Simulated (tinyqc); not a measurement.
# Admittance spectroscopy of a deep trap: admittance against frequency

Schottky contact on an n-type layer with shallow donors Nd (all ionised) and a donor-like deep trap, neutral when filled and positive when empty; depletion approximation. Traps within lam of the depletion edge stay filled. The traps at xt = W - lam, where the level crosses the Fermi level, follow a slow signal and not a fast one. w = 2 pi f.

Emission rate en = sn vth(T) Nc(T) exp(-Et/kB T) = sn g T^2 exp(-Et/kB T), g = vth Nc/(300 K)^2, as vth goes as T^0.5 and Nc as T^1.5 (degeneracy factor 1). lam = sqrt(2 eps0 eps_r (EF - ET)/(q Nd)), EF - ET = Et - (kB T/q) ln(Nc(T)/Nd), Nc(T) = Nc (T/300 K)^1.5. In the steady state at the band bending V, 2 eps0 eps_r V/q = Nd W^2 + Nt (W - lam)^2 (the second term only if W > lam). V = Vbi + Vr. C_HF = eps0 eps_r/W, C_LF = eps0 eps_r (Nd + Nt)/(Nd W + Nt xt). Inflection frequency w0 = 2 en [1 + Nt xt/(Nd W)]; C = C_HF + (C_LF - C_HF)/(1 + (w/w0)^2), G/w = (C_LF - C_HF)(w/w0)/(1 + (w/w0)^2).

Parameters, values chosen for the exercise; material values close to those of silicon: relative permittivity eps_r = 11.6; conduction-band density of states at 300 K Nc = 2.77e19 cm^-3; thermal velocity at 300 K vth = 2.3e7 cm/s; shallow donor density Nd = 5.4e15 cm^-3; built-in voltage Vbi = 0.81 V; depth of the trap below the conduction edge Et = 0.22 eV; capture cross-section sn = 9e-17 cm^2; trap density Nt = 4.2e15 cm^-3; reverse bias Vr = 0.7 V; temperature T = 241 K.

Constants: q = 1.602176634e-19 C, kB = 1.380649e-23 J/K, eps0 = 8.8541878128e-14 F/cm where lengths are in cm. Results are converted to the units shown.

Admittance against frequency:
```
f (Hz)  C (nF/cm^2)  G/w (nF/cm^2)
17000         23.03        0.07915
35000         23.02         0.1623
69000         22.99         0.3150
1.4e5         22.86         0.6004
2.7e5         22.50         0.9510
5.4e5         21.79          1.097
1.1e6         21.17         0.8052
2.2e6         20.92         0.4563
4.3e6         20.85         0.2414
8.5e6         20.83         0.1232
1.7e7         20.83        0.06176
```

C falls from 23.0 to 20.8 nF/cm^2, between C_LF = 23.0 and C_HF = 20.8, and G/w goes from 0.0791 through a maximum of 1.10 (at f = 5.4e5 Hz among the rows listed) to 0.0618 nF/cm^2. The exact peak is half of the step, 1.11 nF/cm^2, at 4.75e5 Hz.

tinyqc, about 0.01 s, one thread, Intel Xeon 2.30GHz (shared host): `OMP_NUM_THREADS=1 python tinyqc.py 2050160 2050161 out.jsonl`
